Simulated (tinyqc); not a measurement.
# Trench capacitor in an array: capacitance, non-linearity, leakage and relaxation, step by step

Computed by the program tinyqc: `OMP_NUM_THREADS=1 python tinyqc.py 2102043 2102044 out.jsonl`, one thread of a shared Intel Xeon 2.30GHz, about 0.01 s for the whole run. Printed values are rounded.

A film between two metal electrodes, each interface adding a series capacitance ci. The small-signal permittivity is ek (1 + aq E^2); the field is found with the linear permittivity. Leakage J = J0 sinh(E/Ef). After a voltage step the film passes a relaxation current kr C V tt^(-nr), tt being the time in seconds. The sidewall is a coaxial capacitor with radii a = dm/2 - t and b = dm/2, depth AR dm; the end face is left out.

Values chosen for this exercise; permittivity of the order of that of hafnium oxide: relative permittivity of the film ek = 22.3; film thickness t = 15 nm; capacitance of each electrode interface (dead layer and screening) ci = 1000 uF/cm^2; quadratic field coefficient of the permittivity aq = 0.0063 cm^2/MV^2; bias V = 0.9 V; leakage prefactor J0 = 6.9e-10 A/cm^2; field for an e-fold rise of the leakage Ef = 0.31 MV/cm; diameter of the hole dm = 66 nm; aspect ratio, depth over diameter AR = 50; pitch of the square array pt = 120 nm; resistivity of the inner electrode rho = 340 uohm cm.

Constants: eps0 = 8.8541878128e-14 F/cm where lengths are in cm. Results are converted to the units shown.

## Planar capacitance, field and non-linearity

Planar film: Cf = eps0 ek/t, 1/C = 1/Cf + 2/ci, EOT = 3.9 eps0/C, effective permittivity C t/eps0, E = (V/t) C/Cf; quadratic coefficient [C(V)/C - 1]/V^2 with Cf (1 + aq E^2) in C(V).

Cf = 1.316323 uF/cm^2
C = 1.312866 uF/cm^2
EOT = 2.630225 nm
effective permittivity = 22.24145
E = 0.5984246 MV/cm
quadratic coefficient = 2777.985 ppm/V^2
J = 2.327780e-9 A/cm^2

The interfaces take 0.263 % of the voltage.

## Cell capacitance, fields and time constant

Per length 1/c = ln(b/a)/(2 pi eps0 ek) + (1/a + 1/b)/(2 pi ci); cell capacitance c AR dm; per footprint over pt^2; fields c V/(2 pi eps0 ek r) at r = a and b; resistance of the inner electrode rho AR dm/(pi a^2); time constant R C/3 of the distributed line.

a = 18 nm
b = 33 nm
cell capacitance = 6.735417 fF
capacitance per footprint = 46.77373 uF/cm^2
field at a = 0.8225970 MV/cm
field at b = 0.4486893 MV/cm
R = 11.02295 kohm
R C/3 = 24.74806 ps

The array gives 35.6 times the planar capacitance per footprint; curvature makes the field at the inner electrode 1.37 times the planar value.
